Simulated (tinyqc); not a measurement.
Long-channel MOSFET, surface-potential model: course of the iteration: surface potential at the source by Newton steps.

n-channel transistor on a uniformly doped p-type body, gradual-channel approximation, constant mobility, Boltzmann statistics, full ionisation. Potentials are counted from the neutral body; V is the electron quasi-Fermi potential, Vsb at the source and Vsb + Vds at the drain. Charges are magnitudes per area.

With V = Vsb: G = psi - Vt + Vt e, e = exp((psi - 2 phiF - Vsb)/Vt); f = Vgs + Vsb - Vfb - psi - gamma sqrt(G); f' = -1 - gamma (1 + e)/(2 sqrt(G)); psi(new) = psi - f/f'.

Stop when psi changes by less than 1e-10 V, or after 8 iterations.

Values chosen for this exercise; material values close to those of silicon: temperature T = 325 K; flat-band voltage Vfb = -0.82 V; source-body reverse bias Vsb = 0 V; gate-source voltage Vgs = 1.52 V.

Constants: q = 1.602176634e-19 C, kB = 1.380649e-23 J/K, Vt = kB T/q. Results are converted to the units shown.

psi at the start (the root without inversion charge) = 1.62277 V
phiF = 0.463374 V
gamma = 0.567947 V^0.5

Course of the iteration:
```
iteration,psi (V),|change| (V)
1,1.56676,0.0560
2,1.51075,0.0560
3,1.45475,0.0560
4,1.39879,0.0560
5,1.34290,0.0559
6,1.28726,0.0556
7,1.23228,0.0550
8,1.17915,0.0531
```

Did this iteration meet its convergence test, and what does its course show?

No. Not converged within 8 iterations. The start lies 25 Vt above 2 phiF + Vsb, and the last step lowers psi by 1.90 Vt: where sqrt(G) grows as exp(psi/(2 Vt)), a Newton step is 2 Vt long. A rerun with the start at the smaller of 2 phiF + Vsb + 4 Vt and the root without inversion charge converges in 6 iterations.

Range of the model: The surface field at the source is about 1.1 MV/cm, where quantisation and degeneracy of the inversion layer, left out here, matter.

tinyqc, about 0.06 s, one thread, Intel Xeon 2.30GHz (shared host): `OMP_NUM_THREADS=1 python tinyqc.py 2360139 2360140 out.jsonl`
